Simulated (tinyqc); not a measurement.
Inside a calculation. Model: dopant redistribution at a moving silicon-oxide interface during parabolic oxidation. Computed by tinyqc, a small Python program that keeps every step. Command: `OMP_NUM_THREADS=1 python tinyqc.py 3021007 3021008 out.jsonl segox walk`. One thread of a shared host (Intel(R) Xeon(R) Processor @ 2.30GHz), about 0.01 s of CPU time with the checks. Intermediate numbers are printed to about 6 digits and carried at full precision; extremes and crossings named in words are read from the listed rows.

Uniformly doped silicon is oxidised with x_ox = sqrt(B t); the interface advances into the silicon by alpha x_ox, alpha = 0.44. The dopant does not move in the oxide, and at the interface C(silicon) = m C(oxide).

Inputs (values chosen for the exercise, modelled on arsenic in silicon under steam):
```
quantity                                         value    unit
dopant prefactor D0                               10.8  cm^2/s
dopant activation energy E                        3.99      eV
oxidation prefactor B0                             355  um^2/h
oxidation activation energy E_B                  0.788      eV
segregation coefficient m = C(silicon)/C(oxide)     10       -
bulk doping C_B                                  7e+15  1/cm^3
temperature T                                      975       C
time t                                             3.6       h
```

Constants: k_B = 8.617333262e-05 eV/K.

## Rates

D = D0 exp(-E/(k_B T)), converted with 1 cm^2/s = 3.6e11 um^2/h; B = B0 exp(-E_B/(k_B T)); s = alpha sqrt(B/(4 D)), the interface advance over 2 sqrt(D t). Temperatures in kelvin are T(C) + 273.15.

D = 3.01238e-04 um^2/h

B = 0.233584 um^2/h

s = 6.12617

oxide thickness = 0.917007 um

diffusion length 2 sqrt(D t) = 0.0658622 um

The interface outruns diffusion. Caution: parabolic growth needs an oxide much thicker than the Deal-Grove length A, which fails for thin films and low temperatures; oxidation-enhanced or retarded diffusion is ignored.

## Interface concentration

With the dopant diffusivity D and s = alpha x_ox/(2 sqrt(D t)), in the silicon C = C_B + (C_s - C_B) erfc(y/(2 sqrt(D t)))/erfc(s), y from the original surface. Dopant balance at the interface gives C_s/C_B = 1/[1 + (1/(m alpha) - 1) g], g = sqrt(pi) s exp(s^2) erfc(s).

g = 0.987177

ratio C_s/C_B = 4.21619

C_s in the silicon = 2.95133e+16 1/cm^3

concentration in the oxide = 2.95133e+15 1/cm^3

m alpha = 4.400: the oxide rejects dopant, which piles up in the silicon. For a very fast interface the ratio would tend to m alpha.

## Dose moved

Consumed silicon held alpha x_ox C_B; the oxide holds x_ox times the dopant concentration in the oxide; the difference is the excess in the silicon; 1 um = 1e-4 cm.

dopant in the consumed silicon = 2.82438e+11 1/cm^2

dopant in the oxide = 2.70639e+11 1/cm^2

excess in the silicon = 1.17991e+10 1/cm^2

## Profile below the interface

Depths z are counted from the present interface: y/(2 sqrt(D t)) = s + z/(2 sqrt(D t)); take z/(2 sqrt(D t)) = 0, 0.05, 0.1, 0.2, 0.3, 0.5, 0.75, 1, 1.5.

Profile:
```
z/(2 sqrt(D t))     z (um)    C/C_B
0.00             0.0000000  4.21619
0.05             0.0032931  2.72487
0.10             0.0065862  1.92051
0.20             0.0131724  1.25830
0.30             0.0197587  1.07106
0.50             0.0329311  1.00507
0.75             0.0493967  1.00017
1.00             0.0658622  1.00000
1.50             0.0987933  1.00000
```

## Temperature and segregation coefficient

The formulas are those given above.

C_s/C_B:
```
T (C)        s   this m   m = 0.2  m = 1/alpha   m = 10
850    32.1108  4.39277  0.088039            1  4.39277
900    15.8660  4.37066  0.088159            1  4.37066
950     8.3046  4.29632  0.088573            1  4.29632
1000    4.5735  4.08905  0.089832            1  4.08905
1050    2.6349  3.65146  0.093120            1  3.65146
1100    1.5802  3.01773  0.100327            1  3.01773
1150    0.9824  2.39147  0.113590            1  2.39147
1200    0.6307  1.91893  0.134724            1  1.91893
```

s falls from 32.1 to 0.631 as T rises, because diffusion has the larger activation energy (3.99 against 0.788 eV); the ratio for this m moves from 4.393 to 1.919, towards 1. At m = 1/alpha the oxide takes exactly what the silicon held, and nothing moves. The ratio does not depend on time, since both lengths grow as sqrt(t).

Checks made by the program: excess against the integral of the profile (relative difference below 1e-10).
